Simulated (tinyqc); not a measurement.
Inside a calculation. Model: van der Pauw, Hall and four-point-probe measurements on a doped layer.

Numbers from tinyqc (`OMP_NUM_THREADS=1 python tinyqc.py 2850198 2850199 out.jsonl`; about 0.04 s on one thread of a shared Intel Xeon 2.30GHz). Printed values are rounded.

A uniform p-type layer with sheet resistance Rs = 1/(q ns mu), point contacts, low field (mu B small).

Parameters, values chosen for the exercise: sheet density of the layer ns = 9.2e13 cm^-2; drift mobility mu = 51 cm^2/(V s); Hall factor rH = 0.8; magnetic field B = 0.3 T; current I = 1000 uA; side ratio a/b of a rectangular sample with corner contacts ar = 1.55; thickness of the layer t = 13 nm.

Constants: q = 1.602176634e-19 C. Results are converted to the units shown.

## Resistances and Hall voltage

Rs = 1/(q ns mu). For a rectangle with contacts at the corners, RA = (8 Rs/pi) sum_(k>=0) ln coth((2k + 1) pi a/(2 b)) with current along a short side b and voltage along the opposite one, RB the same with a and b exchanged; Hall voltage VH = rH B I/(q ns), negative for electrons.

Rs = 1330.24 ohm/square
RA = 52.0179 ohm
RB = 913.591 ohm
VH = 1.62822 mV

RB/RA = 17.6; for a square both equal Rs ln 2/pi = 293 ohm.

## Starting value

z = 2 ln 2/(pi (RA + RB)), exact for RA = RB.

z at the start = 0.456987 mS

## Iteration 1: new z

The van der Pauw equation exp(-pi RA z) + exp(-pi RB z) = 1 is solved for z = 1/Rs: e1 = exp(-pi RA z), e2 = exp(-pi RB z), f = e1 + e2 - 1, f' = -pi (RA e1 + RB e2), z(new) = z - f/f'.

e1 = 0.928040
e2 = 0.269385
f = 0.197425
f' = -0.924830 kohm
z after iteration 1 = 0.670459 mS

## Iteration 2: new z

As before.

e1 = 0.896223
e2 = 0.145977
f = 0.0422003
f' = -0.565433 kohm
z after iteration 2 = 0.745093 mS

## Iteration 3: new z

As before.

e1 = 0.885359
e2 = 0.117830
f = 0.00318862
f' = -0.482871 kohm
z after iteration 3 = 0.751696 mS

## Course of the iteration

Stop when the step is below 1e-10 mS, or after 40 iterations.

Course of the iteration:
```
iteration,z before the step (mS),step (mS)
1,0.456987,0.213
2,0.670459,0.0746
3,0.745093,6.60e-3
4,0.751696,4.52e-5
5,0.751741,2.10e-9
6,0.751741,< 1e-13
```

Converged in 6 iterations.

## Sheet density, mobility and bulk values

converged z = 0.751741 mS

Rs = 1/z; Hall sheet density B I/(q |VH|); Hall mobility |VH|/(Rs B I); true values ns = rH times the Hall density, mu = Hall mobility/rH; bulk density ns/t, resistivity Rs t; correction factor F = Rs/[(pi/ln 2)(RA + RB)/2].

Rs = 1330.24 ohm/square
Hall sheet density = 1.15e14 cm^-2
Hall mobility = 40.8 cm^2/(V s)
ns = 9.2e13 cm^-2
mu = 51 cm^2/(V s)
bulk density = 7.07692e19 cm^-3
resistivity = 0.00172932 ohm cm
F = 0.607905

Taking the mean of RA and RB without F would overstate Rs by 64 %.
